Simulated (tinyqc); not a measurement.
Out-diffusion of a doped substrate or buried layer into a growing epitaxial film: one step, computed by the program tinyqc.

x is counted from the original substrate surface into the film, whose surface moves as x = v t. Substrate dopant has one diffusivity; the dopant of the film is taken as uniform.

Problem. Moving boundary against the simple erfc. For a surface that grows from dopant-free material and loses none by evaporation, with u = x/l and s = G - u: C/C_s = (1/2) [erfc(u) + (1 + 4 G (G + s)) exp(4 G s) erfc(G + s) - (4G/sqrt(pi)) exp(-u^2)]; for large G it tends to (1/2) erfc(u). Early in the growth G = sqrt(v x_s/(4 D)) for the thickness x_s reached so far; rows give C at the interface (u = 0) and at the surface (u = G).

Inputs (values chosen for the exercise, modelled on arsenic in silicon): substrate concentration C_s = 1.5e+19 1/cm^3; growth rate v = 0.85 um/min; growth temperature T = 950 C.

Film doping: same type as the substrate.

diffusivity D = 4.873329e-16 cm^2/s

Give: The first stage of growth.

Solution.

The first stage of growth:
```
G     C/C_s at the interface  C at the surface (1/cm^3)  simple erfc there (1/cm^3)  ratio  thickness x_s (nm)
0.10                  0.8240                  1.190e+19                   6.657e+18  1.788           1.376e-04
0.25                  0.6797                  8.237e+18                   5.428e+18  1.518           8.600e-04
0.50                  0.5772                  4.198e+18                   3.596e+18  1.167           3.440e-03
0.75                  0.5381                  1.974e+18                   2.166e+18  0.911           7.740e-03
1.00                  0.5209                  8.519e+17                   1.180e+18  0.722           1.376e-02
1.50                  0.5079                  1.204e+17                   2.542e+17  0.474           3.096e-02
2.00                  0.5037                  1.148e+16                   3.508e+16  0.327           5.504e-02
2.50                  0.5020                  7.221e+14                   3.052e+15  0.237           8.600e-02
3.00                  0.5012                  2.940e+13                   1.657e+14  0.177           1.238e-01
```

Caution: rows with a thickness or a length l = x_s/G below about 1 nm are formal for a continuum model.
